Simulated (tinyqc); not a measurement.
RKS/BLYP in the sto-6g basis, for H3-, spin multiplicity 1, step by step. The basis has no diffuse functions, so it cannot describe the extra electron: this is an exercise in the method, not the real anion. One step of it, computed by the program tinyqc.

Task: Iteration 2: DIIS coefficients. Solve [B -1; -1 0][c; lambda] = [0; -1] for the coefficients, which sum to one.

B (overlaps of the stored error matrices):
```
[[7.6877845e-01, -3.3378305e-01],
 [-3.3378305e-01, 3.2882723e-01]]
```

Give: DIIS coefficients.

Result:

DIIS coefficients: [0.3754, 0.6246]
